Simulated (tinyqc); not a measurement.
Cabrera-Mott growth of a thin oxide under its own electric field: one step, computed by the program tinyqc.

Electrons cross the film freely and set a fixed potential V across it; the field V/x lowers the barrier for ions entering the oxide.

Task: Limiting thickness. Growth counts as stopped when u exp(X1/x) falls to 1e-5 angstrom/s: x_L = X1/ln(1e-5/u), defined while u is below that rate; the critical temperature is T_c = W/(k_B ln(u0/1e-5)).

Inputs (values chosen for the exercise, for a model metal): barrier W = 1.41 eV; prefactor u0 = N Omega nu = 1.6e+12 angstrom/s; temperature T = 250 K.

Backward hops: ignored.

u = 6.022420e-17 angstrom/s

X1 = 116.9735 angstrom

Constants: k_B = 8.617333262e-05 eV/K.

Give: limiting thickness x_L; critical temperature T_c.

Result:

limiting thickness x_L = 4.528 angstrom

critical temperature T_c = 413.0 K
